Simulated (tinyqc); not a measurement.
Via and link resistance from two via chains.

Inverse problem. A chain of 2000 vias joined by 2000 metal links has R = 2000 (Rv + Rlink), with Rlink proportional to the link length. Find Rv, Rlink for length L, and the value of Rv that the short chain would give if the links were ignored.

resistance of chains of 2000 links with link lengths L and 3 L (ohm): [79800, 1.034e5]

Answer. R per link is a straight line in the link length; its intercept at zero length is Rv.

Rv = 34.0 ohm
Rlink = 5.90 ohm
Rv without correction = 39.9 ohm

Computed by the program tinyqc: `OMP_NUM_THREADS=1 python tinyqc.py 2750108 2750109 out.jsonl`, one thread of a shared Intel Xeon 2.30GHz, about 0.01 s for the whole run.
